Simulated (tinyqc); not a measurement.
Input admittance of a MOSFET at zero drain bias: distributed channel and distributed gate: one step of the calculation.

Source and drain grounded, strong inversion, w = 2 pi f, Cox = eps0 eox/tox. The channel is an RC line of resistance 1/(mu Cox Vo) per square fed from both ends, so one finger has the intrinsic admittance y = i w Cox L tanh(g)/g per width, g = (1/2) sqrt(i w tau), tau = L^2/(mu Vo). The vertical resistance rv/L is in series with y, the overlaps 2 i w Cov in parallel: y_t = 1/(1/y + rv/L) + 2 i w Cov. The gate strip is a line of Rsh/L per length loaded by y_t, so a finger has Y = y_t Wf tanh(k)/k, k = (Wf/sd) sqrt(y_t Rsh/L); the device has Nf Y.

Problem. Input impedance of the device. k and Y as defined; Z = 1/(Nf Y) = R + 1/(i w C); Q = |Im Z|/R; signal at the point farthest from a contact |1/cosh k|.

Parameters, values chosen for the exercise; values of the order met in silicon radio-frequency transistors: channel length L = 0.2 um; finger width Wf = 1.7 um; number of fingers Nf = 1; sheet resistance of the gate Rsh = 22 ohm/square; number of ends at which a finger is contacted sd = 1; frequency f = 92 GHz.

y_t = 57.26781+970.65976i uS/um

Give: k; Nf Y; R; C; Q; signal at the far point.

Solution.

k = 0.4045+0.3814i
Nf Y = 0.260+1.610i mS
R = 97.85 ohm
C = 2.859 fF
Q = 6.185
signal at the far point = 0.9833

tinyqc, about 0.01 s, one thread, Intel Xeon 2.30GHz (shared host): `OMP_NUM_THREADS=1 python tinyqc.py 2262161 2262162 out.jsonl`
